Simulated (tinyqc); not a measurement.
Inside a calculation. Model: band bending at a free surface with one surface level, surface photovoltage and Kelvin probe.

Computed by the program tinyqc: `OMP_NUM_THREADS=1 python tinyqc.py 2430117 2430118 out.jsonl`, one thread of a shared Intel Xeon 2.30GHz, about 0.01 s for the whole run. Printed values are rounded.

n-type bulk, xi = Ec - EF = Vt ln(Nc/Nd), p0 = ni^2/Nd, ni = sqrt(Nc Nv) exp(-Eg/(2 Vt)), Eg in volts. b is the upward band bending, u = b/Vt. Space charge per area, in units of q: Qc = sign(b) sqrt((2 eps0 eps_r Vt/q) [(Nd + dn)(exp(-u) - 1) + Nd u + (p0 + dn)(exp(u) - 1)]), with dn the excess density under light (flat quasi-Fermi levels; 0 in the dark). The level holds -Ns f, f = 1/(1 + exp((xi + b - Es)/Vt)). Neutrality: Qc + Qf + (charge of the states) = 0.

Parameters, values chosen for the exercise; band and dielectric values close to those of silicon:
```
symbol,value,unit,meaning
T,300,K,temperature
Eg,1.13,eV,band gap
eps_r,11.5,,relative permittivity
Nc,2.81e19,cm^-3,conduction-band density of states at T
Nv,2.6e19,cm^-3,valence-band density of states at T
chi,4.12,eV,electron affinity
Nd,3.7e17,cm^-3,donor density
Qf,0,cm^-2,fixed positive charge at the surface
pt,5.2,eV,work function of the probe tip
Ns,8.5e11,cm^-2,density of an acceptor-like surface level
Es,0.26,eV,its depth below the conduction edge
dn,7e13,cm^-3,excess carrier density under light
```

Constants: q = 1.602176634e-19 C, kB = 1.380649e-23 J/K, Vt = kB T/q, eps0 = 8.8541878128e-14 F/cm where lengths are in cm. Results are converted to the units shown.

## Bulk quantities

xi, ni, p0, the Debye length sqrt(eps0 eps_r Vt/(q Nd)) and the flat-band work function chi + xi.

xi = 0.111940 eV
ni = 8.71480e9 cm^-3
p0 = 205.264 cm^-3
Debye length = 6.66368 nm
chi + xi = 4.23194 eV

## Charges against band bending

| point | b (V) |
|---|---|
| 0 | 0.035 |
| 1 | 0.058 |
| 2 | 0.082 |
| 3 | 0.105 |
| 4 | 0.128 |
| 5 | 0.152 |
| 6 | 0.175 |

Evaluate Qc, the surface charge Qf - Ns f and their sum in the dark; the root lies where the sum changes sign.

| point | Qc (cm^-2) | surface charge (cm^-2) | sum (cm^-2) |
|---|---|---|---|
| 0 | 2.72799e11 | -8.39416e11 | -5.66617e11 |
| 1 | 4.05077e11 | -8.24687e11 | -4.19610e11 |
| 2 | 5.18803e11 | -7.88741e11 | -2.69938e11 |
| 3 | 6.11818e11 | -7.14845e11 | -1.03028e11 |
| 4 | 6.93725e11 | -5.82089e11 | 1.11636e11 |
| 5 | 7.70457e11 | -3.92679e11 | 3.77779e11 |
| 6 | 8.37598e11 | -2.21637e11 | 6.15961e11 |

The sum rises steadily with b, so there is one root; bisection gives b = 0.11676 V.

## Work function and Kelvin-probe reading

converged b = 0.116759 V

Work function chi + xi + b; contact potential difference CPD = (work function of the sample) - pt. Depth of EF below Ec at the surface: xi + b. Depletion width Qc/Nd.

xi + b = 0.228699 eV
Qc = 6.54872e11 cm^-2
Qc/Nd = 17.6992 nm
work function = 4.34870 eV
CPD = -851.301 mV

The level is 77.0 % filled: the Fermi level is pinned at it.

## Surface photovoltage

Under chopped light the surface charge keeps its dark value, so b falls to bL with Qc(bL, dn) = Qc(b, 0); the photovoltage is b - bL. Qc rises with b, so bL follows by bisection.

bL = 0.116324 V
photovoltage = 0.435163 mV
share of b removed = 0.372701 %
excess holes at the surface, dn exp(bL/Vt) = 6.29874e15 cm^-3
